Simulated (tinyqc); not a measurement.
Keating valence-force model of a tetrahedral crystal: one step, computed by the program tinyqc. Command: `OMP_NUM_THREADS=1 python tinyqc.py 3011101 3011102 out.jsonl keating walk`. One thread of a shared host (Intel(R) Xeon(R) Processor @ 2.30GHz), about 0.02 s of CPU time with the checks.

Atom A sits at 0 and atom B at a/4 (1,1,1) of an fcc lattice; the four bonds from A are t = a/4 (1,1,1), a/4 (1,-1,-1), a/4 (-1,1,-1), a/4 (-1,-1,1), of length d = sqrt(3) a/4. Energy: E = (3 alpha/(8 d^2)) sum over bonds (r.r - d^2)^2 + (3 beta/(8 d^2)) sum over pairs of bonds at one atom (r_i.r_j + d^2/3)^2, with beta_A for the six pairs at A and beta_B for the six at B. The cell holds two atoms, Omega = a^3/4. 1 N/m = 1 J/m^2. With constants fitted to the elastic moduli this model puts optical and zone-boundary frequencies of real crystals too high, by up to about 20 % in elemental crystals and up to about 50 % in compounds, and mostly by more for TA modes; in compounds the lattice part of the static dielectric constant then comes out too low.

Task: LO-TO splitting. The long-range field adds 4 pi Z*^2 (e^2/(4 pi eps_0))/(eps_inf Omega mu) to lambda for the longitudinal mode at q -> 0; lambda = (nu/15.6333042 THz)^2; eps_0 = eps_inf (nu_LO/nu_TO)^2 (Lyddane-Sachs-Teller; here eps_0 is the static dielectric constant).

Inputs (values chosen for the exercise, modelled on gallium arsenide): lattice constant a = 5.653 angstrom; Born charge Z* = 2.12 e; eps_inf = 10.8.

Structure: zinc blende.

nu_TO at G = 9.278212 THz

reduced mass mu = 36.11326 u

Constants: nu for 1 eV/(angstrom^2 u) = 15.6333042 THz; e^2/(4 pi eps_0) = 14.39964548 eV angstrom.

Give: nu_LO at G; static dielectric constant.

Result:

nu_LO at G = 9.8676 THz

static dielectric constant = 12.216

The splitting is 6.4 % of nu_TO, and the lattice adds 1.42 to the dielectric constant.
